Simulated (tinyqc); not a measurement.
What each parameter does: Weaire-Thorpe hybrids on a Bethe lattice: gap and dangling bond of an amorphous tetrahedral solid.

Four sp3 hybrids an atom at energy 0, coupled by -V1 on the atom and by -V2 along a bond; the bonds form a tree (no rings). For any network the gap runs at least from -V2 + V1 to V2 - 3 V1, and p-like states pile up at -V2 + V1 and V2 + V1. On the tree the gap is wider: it ends at Ec = -V1 + sqrt(V2^2 + 4 V1^2 - 2 sqrt3 V1 V2), which makes it well wider than the gaps of the real glasses. A branch seen from a hybrid has the self-energy S = V2^2 g, where g is the Green function of the hybrid across the bond, whose three partners carry S themselves. With a = z - V1, b = a - S: g = 1/(a + V1 b/(b + 3 V1)), z = E + i eta. A full atom has G = (1/b)(b + 3 V1)/(b + 4 V1) per hybrid; a dangling hybrid with shift dh has G = 1/(1/g - dh).

Inputs chosen for the exercise (out of a larger set: of the size of tabulated hybrid energies for amorphous silicon; not measured data): V1 = 1.79 eV (coupling of two hybrids on one atom); V2 = 4.33 eV (coupling of the two hybrids of a bond); dh = -1.22 eV (shift of the dangling hybrid (rehybridisation)).

Ev = -V2 + V1, conduction edge of the tree -V1 + sqrt(V2^2 + 4 V1^2 - 2 sqrt3 V1 V2), and the level that solves 1/g(E) = dh for eta = 0.

Results for these values:

| case | Ev (eV) | Ec (eV) | level (eV) | weight |
|---|---|---|---|---|
| base | -2.5400 | 0.3817 | -0.6934 | 0.619 |

What happens to each result for V1 = 1.71 eV, all else kept?

Answer: Ev falls from -2.5400 to -2.6200; Ec rises from 0.3817 to 0.4800; level falls from -0.6934 to -0.7341; weight rises from 0.619 to 0.644.

The same for each parameter in turn:

| case | Ev (eV) | Ec (eV) | level (eV) | weight |
|---|---|---|---|---|
| base | -2.5400 | 0.3817 | -0.6934 | 0.619 |
| V1 = 1.71 eV | -2.6200 | 0.4800 | -0.7341 | 0.644 |
| V2 = 4.48 eV | -2.6900 | 0.4700 | -0.7222 | 0.636 |
| dh = -1.32 eV | -2.5400 | 0.3817 | -0.7555 | 0.623 |

tinyqc: `OMP_NUM_THREADS=1 python tinyqc.py 1482637 1482638 out.jsonl`; about 0.04 s, one thread, shared Intel(R) Xeon(R) Processor @ 2.30GHz.
